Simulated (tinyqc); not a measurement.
## Effect of surface-potential fluctuations

The band bending varies over the area as a Gaussian of deviation ss (in units of Vt), so Gp/w = q Dit times the Gaussian mean of ln(1 + y^2)/(2 y), y = x exp(-u), u of deviation ss, x = w tau at the mean bending. Listed: the x of the peak, its height over q Dit, the Dit that the rule Gp/w = 0.40237 q Dit would give, and Gp/w at five times the peak frequency over the peak.

Inputs (values chosen for the exercise): interface trap density Dit = 2.4e12 cm^-2 eV^-1.

Constants: q = 1.602176634e-19 C. Results are converted to the units shown.

Effect of surface-potential fluctuations:
```
ss   x at the peak  height/(q Dit)  peak Gp/w (nF/cm^2)  apparent Dit (cm^-2 eV^-1)  ratio at 5 f_peak
0            1.980          0.4024                154.7                    2.400e12             0.5767
0.5          2.075          0.3766                144.8                    2.246e12             0.6096
1            2.222          0.3259                125.3                    1.944e12             0.6883
1.5          2.340          0.2772                106.6                    1.653e12             0.7665
2            2.426          0.2370                91.13                    1.414e12             0.8258
2.5          2.489          0.2050                78.85                    1.223e12             0.8679
3            2.535          0.1797                69.09                    1.072e12             0.8976
3.5          2.569          0.1593                61.26                    9.503e11             0.9189
```

Read the table: what changes, and by how much?

The height falls from 0.402 to 0.159 and the ratio at five times the peak frequency rises from 0.577 to 0.919: the peak grows lower and wider, as patches with different time constants add. The uncorrected rule understates Dit by a factor of 2.53 in the last row; the width ratio gives ss and so the correction.

Program tinyqc, `OMP_NUM_THREADS=1 python tinyqc.py 2030151 2030152 out.jsonl`; Intel Xeon 2.30GHz, shared host, one thread, about 0.01 s.
